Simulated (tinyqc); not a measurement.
Size effects in the resistivity of thin metal films and interconnect lines: one step, computed by the program tinyqc.

Electrons lose their drift at surfaces (a share 1 - p of the hits) and at grain boundaries (reflection R), besides bulk scattering. The line sits in a trench with a non-conducting liner on both walls and the bottom; the spacing equals the drawn width.

Question. Grain boundaries. Mayadas-Shatzkes: alpha = (lambda/D) R/(1 - R); rho_b/rho = 1 - 3 alpha/2 + 3 alpha^2 - 3 alpha^3 ln(1 + 1/alpha).

Inputs (values chosen for the exercise, modelled on molybdenum): bulk mean free path lambda = 11.1 nm; grain-boundary reflection R = 0.55.

Geometry: line.

grain size D = 56.16 nm

Give: alpha; rho/rho_b from grains.

Answer.

alpha = 0.2416

rho/rho_b from grains = 1.345

The linear estimate 1 + 3 alpha/2 gives 1.362, within 2 %.
